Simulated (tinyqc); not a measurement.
## Illuminated p-n diode, drift-diffusion by the Gummel loop with Scharfetter-Gummel fluxes: current against voltage in the dark

Abrupt junction at x = 0, p side from -Lp, n side to Ln, ohmic contacts. psi is counted from the intrinsic level; n = ni exp((psi - phin)/Vt), p = ni exp((phip - psi)/Vt). Contacts: p side psi = V - Vt ln(Na/ni), p = Na, n = ni^2/Na; n side psi = Vt ln(Nd/ni), n = Nd, p = ni^2/Nd. Constant mobilities, D = mu Vt, Boltzmann statistics, SRH recombination through a mid-gap level, U = (n p - ni^2)/(tp (n + ni) + tn (p + ni)). Current is positive from the p contact to the n contact.

ni = sqrt(Nc Nv) exp(-Eg/(2 Vt)), Eg in volts. Poisson and both continuity equations are solved self-consistently with Scharfetter-Gummel fluxes on a graded mesh of 500 nodes. J_scr is q times the integral of U between -xp and xn. Ideal diffusion current J_id = q ni^2 [Dn coth(wp/Le)/(Le Na) + Dp coth(wn/Lh)/(Lh Nd)] (exp(V/Vt) - 1), Le = sqrt(Dn tn), Lh = sqrt(Dp tp), wp = Lp - xp, wn = Ln - xn, with xp and xn from the depletion approximation (W = sqrt(2 eps0 eps_r (Vbi - V)(1/Na + 1/Nd)/q), xp = W Nd/(Na + Nd), xn = W Na/(Na + Nd), Vbi = Vt ln(Na Nd/ni^2)). Ideality factor = 0.004 V/(Vt ln[J(V + 0.004 V)/J(V)]). Here G = 0.

Inputs (values chosen for the exercise); band and dielectric values close to those of indium phosphide: temperature T = 300 K; band gap Eg = 1.33 eV; relative permittivity eps_r = 12.3; conduction-band density of states at T Nc = 5.6e17 cm^-3; valence-band density of states at T Nv = 1.11e19 cm^-3; acceptor density of the p side Na = 4.5e15 cm^-3; donor density of the n side Nd = 1.4e17 cm^-3; electron mobility mun = 3300 cm^2/(V s); hole mobility mup = 150 cm^2/(V s); SRH lifetime of electrons tn = 2e-10 s; SRH lifetime of holes tp = 8e-9 s; length of the p side Lp = 1.8 um; length of the n side Ln = 0.83 um; uniform generation rate G = 0 cm^-3 s^-1.

Constants: q = 1.602176634e-19 C, kB = 1.380649e-23 J/K, Vt = kB T/q, eps0 = 8.8541878128e-14 F/cm where lengths are in cm. Results are converted to the units shown.

Current against voltage in the dark:

| V (V) | J (A/cm^2) | ideality factor | J_scr/J (%) | J_id (A/cm^2) | share recombining at the contacts (%) | larger minority/doping at -xp and xn |
|---|---|---|---|---|---|---|
| 0.22 | 2.90e-7 | 1.87 | 100 | 4.30e-11 | 0.00946 | 1.06e-13 |
| 0.31 | 1.83e-6 | 1.90 | 99.9 | 1.38e-9 | 0.0474 | 3.42e-12 |
| 0.41 | 1.42e-5 | 1.87 | 99.5 | 6.54e-8 | 0.283 | 1.62e-10 |
| 0.5 | 9.33e-5 | 1.82 | 97.8 | 2.10e-6 | 1.36 | 5.20e-9 |
| 0.6 | 8.59e-4 | 1.64 | 88.6 | 9.92e-5 | 6.80 | 2.44e-7 |
| 0.69 | 0.00868 | 1.36 | 63.9 | 0.00318 | 21.1 | 7.75e-6 |
| 0.78 | 0.144 | 1.15 | 30.6 | 0.102 | 39.6 | 2.42e-4 |
| 0.88 | 4.47 | 1.16 | 7.37 | 4.81 | 56.2 | 0.00991 |
| 0.97 | 77.7 | 1.25 | 0.992 | 154 | 85.4 | 0.180 |

What does the table show?

J rises from 2.90e-7 to 77.7 A/cm^2; the ideality factor moves up and down between 1.15 and 1.90. Recombination in the depleted layer carries over half of the current up to V = 0.69 V, where the factor is 1.36; it grows roughly as exp(V/2 Vt), so diffusion overtakes it. Where the factor is lowest (V = 0.78 V), J is 41 % above the ideal diffusion current. From V = 0.97 V on the minority density at an edge of the layer exceeds a tenth of the doping, and in the last row J is 49 % below the ideal value.

Computed by the program tinyqc: `OMP_NUM_THREADS=1 python tinyqc.py 2240118 2240119 out.jsonl`, one thread of a shared Intel Xeon 2.30GHz, about 1 s for the whole run.
